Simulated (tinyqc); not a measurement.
Coupling ratio and rate constant from the late transient.

Inverse problem. Long after the knee a floating-gate cell follows U = Vg - (tox/ag) B/ln(K t). Find K and ag.

Parameters, values chosen for the exercise:

| symbol | value | unit | meaning |
|---|---|---|---|
| tox | 9.9 | nm | tunnel oxide thickness |
| Vg | 18.6 | V | control-gate voltage |

U at t = 0.0001 and 0.01 s (V): [3.6723156, 6.0727553]
B = 24.279654 V/nm

Answer. 1/(Vg - U) is linear in ln t; the ratio of the two values gives ln(K t_a), and either value gives ag.

K = 2.738e14 1/s
ag = 0.6700

Program tinyqc, `OMP_NUM_THREADS=1 python tinyqc.py 2130063 2130064 out.jsonl`; Intel Xeon 2.30GHz, shared host, one thread, about 0.01 s.
